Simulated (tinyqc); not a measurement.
Inside a calculation (part 1 of 2). Method: UHF in the 6-31g basis, for H3, spin multiplicity 2. This run ends on a higher stationary point, not on the lowest solution. Computed by tinyqc, a small Python program that keeps every step (integrals from PySCF). Settings: charge = 0, multiplicity = 2, basis = 6-31g, energy threshold = 1e-09, iteration cap = 68, orthogonalisation = symmetric, start = core, DIIS depth = 0, shift = 1.0, method = UHF. Command: `OMP_NUM_THREADS=1 python tinyqc.py 28260 28261 out.jsonl` (the two numbers bound the seeds that draw the settings). One thread of a shared host (Intel(R) Xeon(R) Processor @ 2.60GHz), about 0.2 s of CPU time with the checks. Later iterations appear only in the table of the cycle.

## One-electron integrals

Geometry (angstrom):
```
atom       x       y       z
H     0.0000  0.0000  0.0000
H     0.0000  0.0000  1.4160
H     0.0000  1.3490  0.7080
```

Basis 6-31g: exponents (1/bohr^2) and contraction coefficients of normalised primitives:
```
element  l (shell)  exponent  coefficient
H            s (1)   18.7311       0.0335
H            s (1)    2.8254       0.2347
H            s (1)    0.6401       0.8138
H            s (2)    0.1613       1.0000
```

Overlap, kinetic and nuclear-attraction integrals over the contracted functions; the nuclear repulsion is the sum of Za Zb / Rab.

nuclear repulsion = 1.068397 hartree

overlap S, order 1H 1s, 1H 2s, 2H 1s, 2H 2s, 3H 1s, 3H 2s:
```
[[1.0000, 0.6583, 0.0733, 0.2571, 0.0502, 0.2217],
 [0.6583, 1.0000, 0.2571, 0.5614, 0.2217, 0.5125],
 [0.0733, 0.2571, 1.0000, 0.6583, 0.0502, 0.2217],
 [0.2571, 0.5614, 0.6583, 1.0000, 0.2217, 0.5125],
 [0.0502, 0.2217, 0.0502, 0.2217, 1.0000, 0.6583],
 [0.2217, 0.5125, 0.2217, 0.5125, 0.6583, 1.0000]]
```

kinetic energy T (hartree), order 1H 1s, 1H 2s, 2H 1s, 2H 2s, 3H 1s, 3H 2s:
```
[[1.3957, 0.2597, -0.0490, 0.0376, -0.0449, 0.0239],
 [0.2597, 0.2419, 0.0376, 0.0835, 0.0239, 0.0687],
 [-0.0490, 0.0376, 1.3957, 0.2597, -0.0449, 0.0239],
 [0.0376, 0.0835, 0.2597, 0.2419, 0.0239, 0.0687],
 [-0.0449, 0.0239, -0.0449, 0.0239, 1.3957, 0.2597],
 [0.0239, 0.0687, 0.0239, 0.0687, 0.2597, 0.2419]]
```

nuclear attraction V (hartree), order 1H 1s, 1H 2s, 2H 1s, 2H 2s, 3H 1s, 3H 2s:
```
[[-2.3743, -1.2168, -0.1392, -0.4809, -0.0917, -0.4120],
 [-1.2168, -1.3429, -0.4809, -0.8133, -0.4074, -0.7392],
 [-0.1392, -0.4809, -2.3743, -1.2168, -0.0917, -0.4120],
 [-0.4809, -0.8133, -1.2168, -1.3429, -0.4074, -0.7392],
 [-0.0917, -0.4074, -0.0917, -0.4074, -2.3479, -1.1995],
 [-0.4120, -0.7392, -0.4120, -0.7392, -1.1995, -1.3211]]
```

core Hamiltonian H = T + V (hartree), order 1H 1s, 1H 2s, 2H 1s, 2H 2s, 3H 1s, 3H 2s:
```
[[-0.9786, -0.9570, -0.1882, -0.4433, -0.1366, -0.3882],
 [-0.9570, -1.1010, -0.4433, -0.7298, -0.3835, -0.6705],
 [-0.1882, -0.4433, -0.9786, -0.9570, -0.1366, -0.3882],
 [-0.4433, -0.7298, -0.9570, -1.1010, -0.3835, -0.6705],
 [-0.1366, -0.3835, -0.1366, -0.3835, -0.9522, -0.9398],
 [-0.3882, -0.6705, -0.3882, -0.6705, -0.9398, -1.0792]]
```

## Two-electron integrals

Functions are numbered as in S; the eight-fold symmetry (ij|kl) = (ji|kl) = (kl|ij) leaves the list below.

Two-electron integrals (ij|kl) in chemists' order, unique and non-zero (hartree):
```
(11|11) 1.0766   (21|11) 0.5785   (21|21) 0.3294   (22|11) 0.5874
(22|21) 0.3613   (22|22) 0.4532   (31|11) 0.0497   (31|21) 0.0302
(31|22) 0.0364   (31|31) 0.0048   (32|11) 0.1155   (32|21) 0.0743
(32|22) 0.1019   (32|31) 0.0136   (32|32) 0.0494   (33|11) 0.3733
(33|21) 0.2447   (33|22) 0.3553   (33|31) 0.0497   (33|32) 0.2141
(33|33) 1.0766   (41|11) 0.2141   (41|21) 0.1234   (41|22) 0.1380
(41|31) 0.0136   (41|32) 0.0345   (41|33) 0.1155   (41|41) 0.0494
(42|11) 0.2832   (42|21) 0.1774   (42|22) 0.2319   (42|31) 0.0236
(42|32) 0.0747   (42|33) 0.2832   (42|41) 0.0747   (42|42) 0.1428
(43|11) 0.2447   (43|21) 0.1597   (43|22) 0.2297   (43|31) 0.0302
(43|32) 0.1234   (43|33) 0.5785   (43|41) 0.0743   (43|42) 0.1774
(43|43) 0.3294   (44|11) 0.3553   (44|21) 0.2297   (44|22) 0.3257
(44|31) 0.0364   (44|32) 0.1380   (44|33) 0.5874   (44|41) 0.1019
(44|42) 0.2319   (44|43) 0.3613   (44|44) 0.4532   (51|11) 0.0324
(51|21) 0.0198   (51|22) 0.0244   (51|31) 0.0023   (51|32) 0.0062
(51|33) 0.0209   (51|41) 0.0081   (51|42) 0.0137   (51|43) 0.0136
(51|44) 0.0192   (51|51) 0.0023   (52|11) 0.0935   (52|21) 0.0604
(52|22) 0.0843   (52|31) 0.0075   (52|32) 0.0235   (52|33) 0.0843
(52|41) 0.0252   (52|42) 0.0504   (52|43) 0.0549   (52|44) 0.0786
(52|51) 0.0079   (52|52) 0.0367   (53|11) 0.0209   (53|21) 0.0136
(53|22) 0.0192   (53|31) 0.0023   (53|32) 0.0081   (53|33) 0.0324
(53|41) 0.0062   (53|42) 0.0137   (53|43) 0.0198   (53|44) 0.0244
(53|51) 0.0016   (53|52) 0.0072   (53|53) 0.0023   (54|11) 0.0843
(54|21) 0.0549   (54|22) 0.0786   (54|31) 0.0075   (54|32) 0.0252
(54|33) 0.0935   (54|41) 0.0235   (54|42) 0.0504   (54|43) 0.0604
(54|44) 0.0843   (54|51) 0.0072   (54|52) 0.0355   (54|53) 0.0079
(54|54) 0.0367   (55|11) 0.3472   (55|21) 0.2280   (55|22) 0.3353
(55|31) 0.0286   (55|32) 0.0952   (55|33) 0.3472   (55|41) 0.0952
(55|42) 0.2068   (55|43) 0.2280   (55|44) 0.3353   (55|51) 0.0324
(55|52) 0.1831   (55|53) 0.0324   (55|54) 0.1831   (55|55) 1.0766
(61|11) 0.1831   (61|21) 0.1058   (61|22) 0.1186   (61|31) 0.0106
(61|32) 0.0267   (61|33) 0.0887   (61|41) 0.0410   (61|42) 0.0612
(61|43) 0.0576   (61|44) 0.0815   (61|51) 0.0079   (61|52) 0.0246
(61|53) 0.0054   (61|54) 0.0222   (61|55) 0.0935   (61|61) 0.0367
(62|11) 0.2529   (62|21) 0.1588   (62|22) 0.2088   (62|31) 0.0182
(62|32) 0.0549   (62|33) 0.1982   (62|41) 0.0637   (62|42) 0.1172
(62|43) 0.1273   (62|44) 0.1774   (62|51) 0.0147   (62|52) 0.0583
(62|53) 0.0127   (62|54) 0.0556   (62|55) 0.2529   (62|61) 0.0583
(62|62) 0.1190   (63|11) 0.0887   (63|21) 0.0576   (63|22) 0.0815
(63|31) 0.0106   (63|32) 0.0410   (63|33) 0.1831   (63|41) 0.0267
(63|42) 0.0612   (63|43) 0.1058   (63|44) 0.1186   (63|51) 0.0054
(63|52) 0.0222   (63|53) 0.0079   (63|54) 0.0246   (63|55) 0.0935
(63|61) 0.0215   (63|62) 0.0479   (63|63) 0.0367   (64|11) 0.1982
(64|21) 0.1273   (64|22) 0.1774   (64|31) 0.0182   (64|32) 0.0637
(64|33) 0.2529   (64|41) 0.0549   (64|42) 0.1172   (64|43) 0.1588
(64|44) 0.2088   (64|51) 0.0127   (64|52) 0.0556   (64|53) 0.0147
(64|54) 0.0583   (64|55) 0.2529   (64|61) 0.0479   (64|62) 0.1085
(64|63) 0.0583   (64|64) 0.1190   (65|11) 0.2280   (65|21) 0.1493
(65|22) 0.2176   (65|31) 0.0187   (65|32) 0.0622   (65|33) 0.2280
(65|41) 0.0622   (65|42) 0.1333   (65|43) 0.1493   (65|44) 0.2176
(65|51) 0.0198   (65|52) 0.1058   (65|53) 0.0198   (65|54) 0.1058
(65|55) 0.5785   (65|61) 0.0604   (65|62) 0.1588   (65|63) 0.0604
(65|64) 0.1588   (65|65) 0.3294   (66|11) 0.3353   (66|21) 0.2176
(66|22) 0.3119   (66|31) 0.0268   (66|32) 0.0894   (66|33) 0.3353
(66|41) 0.0894   (66|42) 0.1877   (66|43) 0.2176   (66|44) 0.3119
(66|51) 0.0244   (66|52) 0.1186   (66|53) 0.0244   (66|54) 0.1186
(66|55) 0.5874   (66|61) 0.0843   (66|62) 0.2088   (66|63) 0.0843
(66|64) 0.2088   (66|65) 0.3613   (66|66) 0.4532
```

## Orthogonalisation

S = U s U^T; symmetric (Loewdin) form X = U s^(-1/2) U^T, so that X^T S X = 1.

eigenvalues of S: [0.2131, 0.2281, 0.3668, 1.1523, 1.2325, 2.8073]

X, order 1H 1s, 1H 2s, 2H 1s, 2H 2s, 3H 1s, 3H 2s:
```
[[1.2615, -0.5168, 0.0333, 0.0107, 0.0331, 0.0188],
 [-0.5168, 1.5331, 0.0107, -0.3367, 0.0142, -0.2805],
 [0.0333, 0.0107, 1.2615, -0.5168, 0.0331, 0.0188],
 [0.0107, -0.3367, -0.5168, 1.5331, 0.0142, -0.2805],
 [0.0331, 0.0142, 0.0331, 0.0142, 1.2604, -0.5123],
 [0.0188, -0.2805, 0.0188, -0.2805, -0.5123, 1.4910]]
```

## Starting guess

The start is the orbitals of the core Hamiltonian; D(s) = C_occ C_occ^T for each spin.

D(alpha) at the start, order 1H 1s, 1H 2s, 2H 1s, 2H 2s, 3H 1s, 3H 2s:
```
[[0.1304, 0.1336, 0.1304, 0.1336, -0.0408, -0.0855],
 [0.1336, 0.1421, 0.1336, 0.1421, -0.0792, -0.1331],
 [0.1304, 0.1336, 0.1304, 0.1336, -0.0408, -0.0855],
 [0.1336, 0.1421, 0.1336, 0.1421, -0.0792, -0.1331],
 [-0.0408, -0.0792, -0.0408, -0.0792, 0.2850, 0.3577],
 [-0.0855, -0.1331, -0.0855, -0.1331, 0.3577, 0.4584]]
```

D(beta) at the start, order 1H 1s, 1H 2s, 2H 1s, 2H 2s, 3H 1s, 3H 2s:
```
[[0.0795, 0.0689, 0.0795, 0.0689, 0.0670, 0.0596],
 [0.0689, 0.0597, 0.0689, 0.0597, 0.0580, 0.0516],
 [0.0795, 0.0689, 0.0795, 0.0689, 0.0670, 0.0596],
 [0.0689, 0.0597, 0.0689, 0.0597, 0.0580, 0.0516],
 [0.0670, 0.0580, 0.0670, 0.0580, 0.0565, 0.0502],
 [0.0596, 0.0516, 0.0596, 0.0516, 0.0502, 0.0446]]
```

## Iteration 1: building the Fock matrix

J_ij = sum D_kl (ij|kl) with D = D(alpha) + D(beta), K_ij = sum D_kl (ik|jl) for each spin; F = H + J - K(s); E = tr D H + tr D J / 2 - 0.5 sum_s tr D(s) K(s) + E_nn.

Coulomb J (hartree), order 1H 1s, 1H 2s, 2H 1s, 2H 2s, 3H 1s, 3H 2s:
```
[[1.4775, 0.9054, 0.1136, 0.3716, 0.0797, 0.3222],
 [0.9054, 1.1714, 0.3716, 0.7106, 0.3454, 0.6665],
 [0.1136, 0.3716, 1.4775, 0.9054, 0.0797, 0.3222],
 [0.3716, 0.7106, 0.9054, 1.1714, 0.3454, 0.6665],
 [0.0797, 0.3454, 0.0797, 0.3454, 1.6690, 0.9995],
 [0.3222, 0.6665, 0.3222, 0.6665, 0.9995, 1.2412]]
```

exchange K(alpha) (hartree), order 1H 1s, 1H 2s, 2H 1s, 2H 2s, 3H 1s, 3H 2s:
```
[[0.4100, 0.3423, 0.1887, 0.2490, 0.0416, 0.1460],
 [0.3423, 0.3657, 0.2490, 0.3172, 0.1837, 0.2612],
 [0.1887, 0.2490, 0.4100, 0.3423, 0.0416, 0.1460],
 [0.2490, 0.3172, 0.3423, 0.3657, 0.1837, 0.2612],
 [0.0416, 0.1837, 0.0416, 0.1837, 0.7748, 0.5597],
 [0.1460, 0.2612, 0.1460, 0.2612, 0.5597, 0.4965]]
```

exchange K(beta) (hartree), order 1H 1s, 1H 2s, 2H 1s, 2H 2s, 3H 1s, 3H 2s:
```
[[0.2952, 0.2718, 0.1417, 0.2049, 0.1151, 0.1838],
 [0.2718, 0.3030, 0.2049, 0.2674, 0.1677, 0.2411],
 [0.1417, 0.2049, 0.2952, 0.2718, 0.1151, 0.1838],
 [0.2049, 0.2674, 0.2718, 0.3030, 0.1677, 0.2411],
 [0.1151, 0.1677, 0.1151, 0.1677, 0.2247, 0.2163],
 [0.1838, 0.2411, 0.1838, 0.2411, 0.2163, 0.2570]]
```

F(alpha) (hartree), order 1H 1s, 1H 2s, 2H 1s, 2H 2s, 3H 1s, 3H 2s:
```
[[0.0889, -0.3940, -0.2633, -0.3207, -0.0985, -0.2119],
 [-0.3940, -0.2953, -0.3207, -0.3364, -0.2219, -0.2652],
 [-0.2633, -0.3207, 0.0889, -0.3940, -0.0985, -0.2119],
 [-0.3207, -0.3364, -0.3940, -0.2953, -0.2219, -0.2652],
 [-0.0985, -0.2219, -0.0985, -0.2219, -0.0581, -0.4999],
 [-0.2119, -0.2652, -0.2119, -0.2652, -0.4999, -0.3345]]
```

F(beta) (hartree), order 1H 1s, 1H 2s, 2H 1s, 2H 2s, 3H 1s, 3H 2s:
```
[[0.2037, -0.3235, -0.2163, -0.2766, -0.1720, -0.2497],
 [-0.3235, -0.2326, -0.2766, -0.2866, -0.2058, -0.2452],
 [-0.2163, -0.2766, 0.2037, -0.3235, -0.1720, -0.2497],
 [-0.2766, -0.2866, -0.3235, -0.2326, -0.2058, -0.2452],
 [-0.1720, -0.2058, -0.1720, -0.2058, 0.4921, -0.1565],
 [-0.2497, -0.2452, -0.2497, -0.2452, -0.1565, -0.0949]]
```

total energy of this density = -1.421902 hartree

## Iteration 1: diagonalisation and new density

A level shift of 1 hartree raises the virtual space: F + shift (S - S D(s) S), with D(s) the density of one spin. Diagonalise F' = X^T F X, C = X C', fill 2 alpha and 1 beta electrons from the bottom; D(s) = C_occ C_occ^T. Each column has its largest component positive (the first on a tie).

F' = X^T F X (alpha) (hartree):
```
[[1.3211, -0.8371, -0.3166, -0.3797, 0.1030, -0.0456],
 [-0.8371, 0.9721, -0.3797, -0.4141, -0.0589, -0.1443],
 [-0.3166, -0.3797, 1.3211, -0.8371, 0.1030, -0.0456],
 [-0.3797, -0.4141, -0.8371, 0.9721, -0.0589, -0.1443],
 [0.1030, -0.0589, 0.1030, -0.0589, 0.9492, -1.1988],
 [-0.0456, -0.1443, -0.0456, -0.1443, -1.1988, 0.7222]]
```

orbital energies (alpha) (hartree): [-0.5560, -0.2902, 1.0376, 1.9727, 1.9863, 2.1076]

coefficients C (alpha), order 1H 1s, 1H 2s, 2H 1s, 2H 2s, 3H 1s, 3H 2s:
```
[[0.2378, -0.2084, 0.2298, 0.6822, -0.9168, 0.6343],
 [0.2470, -0.3472, 0.8254, -0.7752, 1.0982, -0.3744],
 [0.2378, -0.2084, -0.2298, 0.6822, 0.9168, 0.6343],
 [0.2470, -0.3472, -0.8254, -0.7752, -1.0982, -0.3744],
 [0.2487, 0.4038, 0.0000, -0.7934, 0.0000, 0.9997],
 [0.2635, 0.7087, 0.0000, 1.1675, 0.0000, -0.8421]]
```

F' = X^T F X (beta) (hartree):
```
[[1.5089, -0.7321, -0.2005, -0.2858, -0.1513, -0.2581],
 [-0.7321, 1.0605, -0.2858, -0.3381, -0.2362, -0.3082],
 [-0.2005, -0.2858, 1.5089, -0.7321, -0.1513, -0.2581],
 [-0.2858, -0.3381, -0.7321, 1.0605, -0.2362, -0.3082],
 [-0.1513, -0.2362, -0.1513, -0.2362, 1.8308, -0.6570],
 [-0.2581, -0.3082, -0.2581, -0.3082, -0.6570, 1.1841]]
```

orbital energies (beta) (hartree): [-0.4379, 1.0813, 1.1686, 2.0266, 2.0651, 2.2499]

coefficients C (beta), order 1H 1s, 1H 2s, 2H 1s, 2H 2s, 3H 1s, 3H 2s:
```
[[0.2483, 0.1990, -0.0930, -0.9240, 0.9194, 0.2284],
 [0.2866, 0.8617, -0.4387, 1.0700, -0.8043, -0.0339],
 [0.2483, -0.1990, -0.0930, 0.9240, 0.9194, 0.2284],
 [0.2866, -0.8617, -0.4387, -1.0700, -0.8043, -0.0339],
 [0.1684, 0.0000, 0.1564, 0.0000, -0.2819, 1.3121],
 [0.2173, 0.0000, 1.0368, 0.0000, 0.5173, -1.1198]]
```

D(alpha) after iteration 1, order 1H 1s, 1H 2s, 2H 1s, 2H 2s, 3H 1s, 3H 2s:
```
[[0.1000, 0.1311, 0.1000, 0.1311, -0.0250, -0.0850],
 [0.1311, 0.1816, 0.1311, 0.1816, -0.0788, -0.1810],
 [0.1000, 0.1311, 0.1000, 0.1311, -0.0250, -0.0850],
 [0.1311, 0.1816, 0.1311, 0.1816, -0.0788, -0.1810],
 [-0.0250, -0.0788, -0.0250, -0.0788, 0.2249, 0.3517],
 [-0.0850, -0.1810, -0.0850, -0.1810, 0.3517, 0.5716]]
```

D(beta) after iteration 1, order 1H 1s, 1H 2s, 2H 1s, 2H 2s, 3H 1s, 3H 2s:
```
[[0.0617, 0.0712, 0.0617, 0.0712, 0.0418, 0.0540],
 [0.0712, 0.0822, 0.0712, 0.0822, 0.0483, 0.0623],
 [0.0617, 0.0712, 0.0617, 0.0712, 0.0418, 0.0540],
 [0.0712, 0.0822, 0.0712, 0.0822, 0.0483, 0.0623],
 [0.0418, 0.0483, 0.0418, 0.0483, 0.0284, 0.0366],
 [0.0540, 0.0623, 0.0540, 0.0623, 0.0366, 0.0472]]
```

## Iteration 2: building the Fock matrix

As before.

Coulomb J (hartree), order 1H 1s, 1H 2s, 2H 1s, 2H 2s, 3H 1s, 3H 2s:
```
[[1.4543, 0.8945, 0.1123, 0.3672, 0.0780, 0.3175],
 [0.8945, 1.1624, 0.3672, 0.7044, 0.3352, 0.6562],
 [0.1123, 0.3672, 1.4543, 0.8945, 0.0780, 0.3175],
 [0.3672, 0.7044, 0.8945, 1.1624, 0.3352, 0.6562],
 [0.0780, 0.3352, 0.0780, 0.3352, 1.6025, 0.9674],
 [0.3175, 0.6562, 0.3175, 0.6562, 0.9674, 1.2163]]
```

exchange K(alpha) (hartree), order 1H 1s, 1H 2s, 2H 1s, 2H 2s, 3H 1s, 3H 2s:
```
[[0.3858, 0.3347, 0.1807, 0.2452, 0.0438, 0.1437],
 [0.3347, 0.3703, 0.2452, 0.3215, 0.1803, 0.2621],
 [0.1807, 0.2452, 0.3858, 0.3347, 0.0438, 0.1437],
 [0.2452, 0.3215, 0.3347, 0.3703, 0.1803, 0.2621],
 [0.0438, 0.1803, 0.0438, 0.1803, 0.7280, 0.5456],
 [0.1437, 0.2621, 0.1437, 0.2621, 0.5456, 0.5013]]
```

exchange K(beta) (hartree), order 1H 1s, 1H 2s, 2H 1s, 2H 2s, 3H 1s, 3H 2s:
```
[[0.2904, 0.2760, 0.1416, 0.2087, 0.1044, 0.1809],
 [0.2760, 0.3160, 0.2087, 0.2787, 0.1528, 0.2408],
 [0.1416, 0.2087, 0.2904, 0.2760, 0.1044, 0.1809],
 [0.2087, 0.2787, 0.2760, 0.3160, 0.1528, 0.2408],
 [0.1044, 0.1528, 0.1044, 0.1528, 0.1765, 0.1858],
 [0.1809, 0.2408, 0.1809, 0.2408, 0.1858, 0.2430]]
```

F(alpha) (hartree), order 1H 1s, 1H 2s, 2H 1s, 2H 2s, 3H 1s, 3H 2s:
```
[[0.0899, -0.3972, -0.2567, -0.3213, -0.1025, -0.2144],
 [-0.3972, -0.3088, -0.3213, -0.3469, -0.2286, -0.2764],
 [-0.2567, -0.3213, 0.0899, -0.3972, -0.1025, -0.2144],
 [-0.3213, -0.3469, -0.3972, -0.3088, -0.2286, -0.2764],
 [-0.1025, -0.2286, -0.1025, -0.2286, -0.0777, -0.5179],
 [-0.2144, -0.2764, -0.2144, -0.2764, -0.5179, -0.3642]]
```

F(beta) (hartree), order 1H 1s, 1H 2s, 2H 1s, 2H 2s, 3H 1s, 3H 2s:
```
[[0.1853, -0.3385, -0.2176, -0.2848, -0.1631, -0.2516],
 [-0.3385, -0.2546, -0.2848, -0.3041, -0.2011, -0.2551],
 [-0.2176, -0.2848, 0.1853, -0.3385, -0.1631, -0.2516],
 [-0.2848, -0.3041, -0.3385, -0.2546, -0.2011, -0.2551],
 [-0.1631, -0.2011, -0.1631, -0.2011, 0.4738, -0.1581],
 [-0.2516, -0.2551, -0.2516, -0.2551, -0.1581, -0.1058]]
```

total energy of this density = -1.458579 hartree

## Iteration 2: diagonalisation and new density

As before.

F' = X^T F X (alpha) (hartree):
```
[[1.3476, -0.8349, -0.2841, -0.3773, 0.0884, -0.0392],
 [-0.8349, 0.9355, -0.3773, -0.4439, -0.0554, -0.1328],
 [-0.2841, -0.3773, 1.3476, -0.8349, 0.0884, -0.0392],
 [-0.3773, -0.4439, -0.8349, 0.9355, -0.0554, -0.1328],
 [0.0884, -0.0554, 0.0884, -0.0554, 0.9791, -1.2012],
 [-0.0392, -0.1328, -0.0392, -0.1328, -1.2012, 0.6430]]
```

orbital energies (alpha) (hartree): [-0.5730, -0.3133, 1.0310, 1.9697, 1.9803, 2.0938]

coefficients C (alpha), order 1H 1s, 1H 2s, 2H 1s, 2H 2s, 3H 1s, 3H 2s:
```
[[0.2155, -0.1965, 0.2295, 0.6398, -0.9169, 0.6880],
 [0.2440, -0.3810, 0.8258, -0.7306, 1.0979, -0.4291],
 [0.2155, -0.1965, -0.2295, 0.6398, 0.9169, 0.6880],
 [0.2440, -0.3810, -0.8258, -0.7306, -1.0979, -0.4291],
 [0.2546, 0.3643, 0.0000, -0.8788, 0.0000, 0.9402],
 [0.2957, 0.7388, 0.0000, 1.2062, 0.0000, -0.7455]]
```

F' = X^T F X (beta) (hartree):
```
[[1.5038, -0.7412, -0.1873, -0.2932, -0.1173, -0.2496],
 [-0.7412, 1.0170, -0.2932, -0.3740, -0.2135, -0.3232],
 [-0.1873, -0.2932, 1.5038, -0.7412, -0.1173, -0.2496],
 [-0.2932, -0.3740, -0.7412, 1.0170, -0.2135, -0.3232],
 [-0.1173, -0.2135, -0.1173, -0.2135, 1.8369, -0.6217],
 [-0.2496, -0.3232, -0.2496, -0.3232, -0.6217, 1.1738]]
```

orbital energies (beta) (hartree): [-0.4638, 1.0686, 1.1565, 2.0135, 2.0541, 2.2234]

coefficients C (beta), order 1H 1s, 1H 2s, 2H 1s, 2H 2s, 3H 1s, 3H 2s:
```
[[0.2336, 0.2046, -0.0941, -0.9228, 0.9067, 0.2868],
 [0.3106, 0.8552, -0.4221, 1.0751, -0.8018, -0.0714],
 [0.2336, -0.2046, -0.0941, 0.9228, 0.9067, 0.2868],
 [0.3106, -0.8552, -0.4221, -1.0751, -0.8018, -0.0714],
 [0.1350, 0.0000, 0.1668, 0.0000, -0.3530, 1.2974],
 [0.2070, 0.0000, 1.0353, 0.0000, 0.5929, -1.0851]]
```

D(alpha) after iteration 2, order 1H 1s, 1H 2s, 2H 1s, 2H 2s, 3H 1s, 3H 2s:
```
[[0.0851, 0.1275, 0.0851, 0.1275, -0.0167, -0.0815],
 [0.1275, 0.2047, 0.1275, 0.2047, -0.0767, -0.2093],
 [0.0851, 0.1275, 0.0851, 0.1275, -0.0167, -0.0815],
 [0.1275, 0.2047, 0.1275, 0.2047, -0.0767, -0.2093],
 [-0.0167, -0.0767, -0.0167, -0.0767, 0.1976, 0.3444],
 [-0.0815, -0.2093, -0.0815, -0.2093, 0.3444, 0.6332]]
```

D(beta) after iteration 2, order 1H 1s, 1H 2s, 2H 1s, 2H 2s, 3H 1s, 3H 2s:
```
[[0.0546, 0.0725, 0.0546, 0.0725, 0.0315, 0.0484],
 [0.0725, 0.0964, 0.0725, 0.0964, 0.0419, 0.0643],
 [0.0546, 0.0725, 0.0546, 0.0725, 0.0315, 0.0484],
 [0.0725, 0.0964, 0.0725, 0.0964, 0.0419, 0.0643],
 [0.0315, 0.0419, 0.0315, 0.0419, 0.0182, 0.0279],
 [0.0484, 0.0643, 0.0484, 0.0643, 0.0279, 0.0429]]
```

## Iteration 3: building the Fock matrix

As before.

Coulomb J (hartree), order 1H 1s, 1H 2s, 2H 1s, 2H 2s, 3H 1s, 3H 2s:
```
[[1.4437, 0.8896, 0.1117, 0.3652, 0.0770, 0.3152],
 [0.8896, 1.1584, 0.3652, 0.7015, 0.3298, 0.6507],
 [0.1117, 0.3652, 1.4437, 0.8896, 0.0770, 0.3152],
 [0.3652, 0.7015, 0.8896, 1.1584, 0.3298, 0.6507],
 [0.0770, 0.3298, 0.0770, 0.3298, 1.5676, 0.9502],
 [0.3152, 0.6507, 0.3152, 0.6507, 0.9502, 1.2025]]
```

exchange K(alpha) (hartree), order 1H 1s, 1H 2s, 2H 1s, 2H 2s, 3H 1s, 3H 2s:
```
[[0.3724, 0.3301, 0.1762, 0.2428, 0.0453, 0.1425],
 [0.3301, 0.3722, 0.2428, 0.3234, 0.1788, 0.2622],
 [0.1762, 0.2428, 0.3724, 0.3301, 0.0453, 0.1425],
 [0.2428, 0.3234, 0.3301, 0.3722, 0.1788, 0.2622],
 [0.0453, 0.1788, 0.0453, 0.1788, 0.7043, 0.5379],
 [0.1425, 0.2622, 0.1425, 0.2622, 0.5379, 0.5030]]
```

exchange K(beta) (hartree), order 1H 1s, 1H 2s, 2H 1s, 2H 2s, 3H 1s, 3H 2s:
```
[[0.2903, 0.2793, 0.1426, 0.2114, 0.0981, 0.1786],
 [0.2793, 0.3230, 0.2114, 0.2845, 0.1431, 0.2382],
 [0.1426, 0.2114, 0.2903, 0.2793, 0.0981, 0.1786],
 [0.2114, 0.2845, 0.2793, 0.3230, 0.1431, 0.2382],
 [0.0981, 0.1431, 0.0981, 0.1431, 0.1506, 0.1669],
 [0.1786, 0.2382, 0.1786, 0.2382, 0.1669, 0.2309]]
```

F(alpha) (hartree), order 1H 1s, 1H 2s, 2H 1s, 2H 2s, 3H 1s, 3H 2s:
```
[[0.0928, -0.3975, -0.2527, -0.3209, -0.1049, -0.2155],
 [-0.3975, -0.3147, -0.3209, -0.3517, -0.2325, -0.2820],
 [-0.2527, -0.3209, 0.0928, -0.3975, -0.1049, -0.2155],
 [-0.3209, -0.3517, -0.3975, -0.3147, -0.2325, -0.2820],
 [-0.1049, -0.2325, -0.1049, -0.2325, -0.0889, -0.5275],
 [-0.2155, -0.2820, -0.2155, -0.2820, -0.5275, -0.3798]]
```

F(beta) (hartree), order 1H 1s, 1H 2s, 2H 1s, 2H 2s, 3H 1s, 3H 2s:
```
[[0.1748, -0.3467, -0.2191, -0.2895, -0.1577, -0.2516],
 [-0.3467, -0.2656, -0.2895, -0.3128, -0.1969, -0.2580],
 [-0.2191, -0.2895, 0.1748, -0.3467, -0.1577, -0.2516],
 [-0.2895, -0.3128, -0.3467, -0.2656, -0.1969, -0.2580],
 [-0.1577, -0.1969, -0.1577, -0.1969, 0.4648, -0.1565],
 [-0.2516, -0.2580, -0.2516, -0.2580, -0.1565, -0.1076]]
```

total energy of this density = -1.469078 hartree
